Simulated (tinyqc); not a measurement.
Inside a calculation. Model: off-state leakage of single and stacked transistors.

tinyqc, about 0.03 s, one thread, Intel Xeon 2.30GHz (shared host): `OMP_NUM_THREADS=1 python tinyqc.py 2242058 2242059 out.jsonl` Printed values are rounded.

n-channel devices of unit width. Subthreshold current I(Vg, Vs, Vd) = I0 (T/300 K)^0.5 exp[(Vg - Vs - VT(T) - gb (Vs - Vb) + dd (Vd - Vs))/(nf Vt)] (1 - exp(-(Vd - Vs)/Vt)), VT(T) = VT - cT (T - 300 K). Gate-edge tunnelling Ig (Vd/1 V) exp(ag (Vd - 1 V)), for a gate at 0 V, and band-to-band leakage Ab u exp(-Bb/u), u = Vd - Vb + 1 V, flow at a drain held at V; both are taken as independent of T. In a stack of off transistors (all gates at 0 V) the same subthreshold current passes through each.

Values chosen for this exercise; values of the order met in bulk silicon logic transistors:
- T = 378 K (temperature)
- V = 1 V (supply voltage)
- VT = 0.27 V (threshold at 300 K, zero drain and body bias)
- cT = 0.6 mV/K (fall of the threshold with temperature)
- I0 = 0.2 uA/um (current at threshold at 300 K)
- nf = 1.28 (slope factor)
- dd = 0.05 (drain-induced lowering per volt)
- gb = 0.21 (rise of the threshold per volt of source-body bias)
- Ig = 0.0002 uA/um (gate-edge tunnelling current at 1 V)
- ag = 4 1/V (exponential slope of the gate current)
- Ab = 3 uA/(um V) (prefactor of band-to-band leakage at the drain)
- Bb = 21 V (its exponential voltage)
- Vb = -0.3 V (body voltage)

Constants: q = 1.602176634e-19 C, kB = 1.380649e-23 J/K, Vt = kB T/q. Results are converted to the units shown.

## Leakage of one transistor

Vg = Vs = 0, Vd = V; effective threshold VT(T) - gb Vb - dd V.

effective threshold = 0.2362 V
parts (nA/um): subthreshold 0.777870, gate edge 0.2, band-to-band 0.747398
total = 1.72527 nA/um
shares (%): subthreshold 45.0869, gate edge 11.5924, band-to-band 43.3207

The subthreshold part is the largest.

## Starting value

Vx = dd V/(1 + gb + 2 dd), the solution for Vx well above Vt, rounded to three decimals.

Vx at the start = 0.038 V

## Iteration 1: new Vx

Stack of two, Vx the node between them: I_low = I(0, 0, Vx), I_up = I(0, Vx, V), f = ln(I_up/I_low), f' = -(1 + gb + 2 dd)/(nf Vt) - 1/(Vt (exp(Vx/Vt) - 1)) - 1/(Vt (exp((V - Vx)/Vt) - 1)), Vx(new) = Vx - f/f'.

I_low = 0.168981 nA/um
I_up = 0.246706 nA/um
f = 0.378410
f' = -45.3041 1/V
Vx after iteration 1 = 0.0463527 V

## Iteration 2: new Vx

As before.

I_low = 0.188143 nA/um
I_up = 0.191670 nA/um
f = 0.0185770
f' = -41.1665 1/V
Vx after iteration 2 = 0.0468039 V

## Course of the iteration

Stop when the step is below 1e-11 V, or after 40 iterations.

Course of the iteration:
```
iteration	Vx before the step (V)	step (V)
1	0.038	8.35e-3
2	0.0463527	4.51e-4
3	0.0468039	9.72e-7
4	0.0468049	4.44e-12
```

Converged in 4 iterations. The subthreshold current of the stack is 0.1891 nA/um, 4.11 times less than that of one transistor (the drain leakage is unchanged); the estimate exp[dd V (1 + gb + dd)/((1 + gb + 2 dd) nf Vt)] gives 3.17.
